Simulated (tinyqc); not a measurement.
Inside a calculation. Method: coupled-perturbed Hartree-Fock on RHF in the sto-6g basis, for H2, spin multiplicity 1. One step of it, computed by the program tinyqc.

Task: Iteration 1: diagonalisation and new density. Diagonalise F' = X^T F X, C = X C', fill 1 alpha and 1 beta electrons from the bottom; D = 2 C_occ C_occ^T. Each column has its largest component positive (the first on a tie).

Fock matrix F (hartree):
```
           1H 1s      2H 1s
1H 1s  -0.374146  -0.600818
2H 1s  -0.600818  -0.374146
```

X:
```
           1H 1s      2H 1s
1H 1s   1.250552  -0.475407
2H 1s  -0.475407   1.250552
```

Give: F' = X^T F X; orbital energies; coefficients C; D after iteration 1.

Result:

F' = X^T F X (hartree):
```
        1       2
1   0.045  -0.631
2  -0.631   0.045
```

orbital energies (hartree): MO1 -0.586, MO2 0.675

coefficients C:
```
         MO1     MO2
1H 1s  0.548   1.220
2H 1s  0.548  -1.220
```

D after iteration 1:
```
       1H 1s  2H 1s
1H 1s  0.601  0.601
2H 1s  0.601  0.601
```
